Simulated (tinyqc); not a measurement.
Undoped symmetric double-gate MOSFET, analytic potential model: two steps of the calculation.

An undoped body of thickness ts between two equal insulators and tied gates; long channel, electrons only, n = ni exp((psi - V)/Vt) with V the quasi-Fermi potential (0 at the source, Vd at the drain), constant mobility, no quantisation. Across the body psi(x) = V - 2 Vt ln[(ts/(2 beta)) sqrt(q ni/(2 eps0 eps_r Vt)) cos(2 beta x/ts)], x from the centre. Q is the electron charge per area of the whole body.

Inputs (values chosen for the exercise); material values close to those of silicon: temperature T = 325 K; relative permittivity of the semiconductor eps_r = 11.8; body thickness ts = 5 nm; gate voltage Vg = 0.66 V.

Constants: q = 1.602176634e-19 C, kB = 1.380649e-23 J/K, Vt = kB T/q, eps0 = 8.8541878128e-14 F/cm where lengths are in cm. Results are converted to the units shown.

Problem 1. beta at the source by Newton steps. With V = 0: f = ln(beta) - ln(cos beta) + 2 r beta tan(beta) - (Vg - V0)/(2 Vt); f' = 1/beta + tan(beta) + 2 r [tan(beta) + beta/cos^2(beta)]; beta(new) = beta - f/f'.

beta at the start = 0.5
r = 1.2184783
V0 = 0.63383013 V

Find: f; f'; beta after iteration 1.

Solution 1.

f = -0.36412
f' = 5.4597
beta after iteration 1 = 0.56669

Problem 2. Potential and electron density across the body at the source. psi(x) as above with V = 0 and beta = beta_s; n = ni exp(psi/Vt).

x/ts, point 0 to 6: [0, 0.1, 0.2, 0.3, 0.4, 0.45, 0.5]
beta_s = 0.56438436
ni = 8.9914097e10 cm^-3

Wanted: psi; n.

Solution 2.

psi, point 0 to 6 (V): [0.47179, 0.47215, 0.47323, 0.47506, 0.47770, 0.47935, 0.48123]
n, point 0 to 6 (cm^-3): [1.8616e18, 1.8855e18, 1.9598e18, 2.0925e18, 2.2993e18, 2.4384e18, 2.6076e18]

The density at the surface is 1.40 times that at the centre (1/cos^2 beta).

Program tinyqc, `OMP_NUM_THREADS=1 python tinyqc.py 2440074 2440075 out.jsonl`; Intel Xeon 2.30GHz, shared host, one thread, about 0.01 s.
